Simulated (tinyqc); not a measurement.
Double-gate transistor, scale length and short-channel effects: one step of the calculation.

A body of thickness ts between two insulators of thickness ti and two tied gates. Below threshold the potential that source and drain add obeys Laplace's equation and vanishes on the gate. Its lowest mode decays along the channel as exp(-k y); k is the smallest positive root of the matching condition at the interface, and the scale length is Lambda = pi/k.

Question. Threshold shift, barrier position and swing. Along the channel psi(y) = s + a exp(y/l) + b exp(-y/l) with psi(0) = Vbi, psi(L) = Vbi + Vds and l = 1/k = Lambda/pi; with A = Vbi - s, B = A + Vds, x = exp(-L/l): a = (B - A x) x/(1 - x^2), b = (A - B x)/(1 - x^2). The minimum is s + 2 sqrt(a b), at y = (l/2) ln(b/a). The long-channel potential follows the gate as s = sT + (Vg - VTL)/m, and the threshold VT is the gate voltage at which the minimum equals sT. Swing = m Vt ln 10/g at threshold, g = d(minimum)/ds = 1 - (b x + a)/((1 + x) sqrt(a b)).

Values chosen for this exercise; permittivities: semiconductor close to that of indium arsenide, insulator close to that of silicon nitride: temperature T = 400 K; channel length L = 35 nm; potential of the source Vbi = 0.95 V; potential of the barrier top at threshold sT = 0.51 V; long-channel threshold VTL = 0.46 V; long-channel body factor m = 1; drain voltage Vds = 1 V.

Constants: q = 1.602176634e-19 C, kB = 1.380649e-23 J/K, Vt = kB T/q. Results are converted to the units shown.

l = 3.9854188 nm

Wanted: s at threshold; a; b; position of the minimum; VT; swing.

Answer.

s at threshold = 0.48969 V
a = 2.2410e-4 V
b = 0.46008 V
position of the minimum = 15.199 nm
VT = 0.43969 V
swing = 81.741 mV/decade

The threshold lies 20.3 mV below the long-channel value, and the barrier top sits at 0.43 L from the source.

Program tinyqc, `OMP_NUM_THREADS=1 python tinyqc.py 2420038 2420039 out.jsonl`; Intel Xeon 2.30GHz, shared host, one thread, about 0.01 s.
